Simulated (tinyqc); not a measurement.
Worked calculation: lattice vibrations of a chain. One step of it, computed by the program tinyqc.

Question. Dynamical matrix at q = 0.14. q is in units of 2 pi/a. A spring k from atom i to atom j, n cells on, adds k to Phi_ii and Phi_jj, -k exp(2 pi i q n) to Phi_ij and the conjugate to Phi_ji (for one atom a cell: 2k (1 - cos 2 pi q n)); D_ij = Phi_ij / sqrt(m_i m_j).

A chain moving along its axis:
```
atom   mass (u)  spring to the next atom (eV/angstrom^2)
1     53.800000                                 7.600000
2     68.200000                                12.900000
```

Give: D(q).

Answer.

D(q) (eV/(angstrom^2 u)):
```
               1              2
1          0.381  -0.261+0.164i
2  -0.261-0.164i          0.301
```
